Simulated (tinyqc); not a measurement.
Worked calculation: tight binding, dimerised chain. One step of it, computed by the program tinyqc.

Problem. Bloch Hamiltonian at k. H_AA = +delta, H_BB = -delta, H_AB = -t1 - t2 exp(-i k a).

Parameters chosen for this model:
```
parameter     value                      unit
t1         1.540000       eV, inside the cell
t2         2.170000         eV, between cells
delta             0  eV, +/- on the two sites
```

k point k (2 pi / a): [0.220000]

Give: H(k) at k.

Solution.

H(k) at k (eV), order A, B:
$$\begin{pmatrix}
0.0000 & -1.9466+2.1316i \\
-1.9466-2.1316i & 0.0000
\end{pmatrix}$$
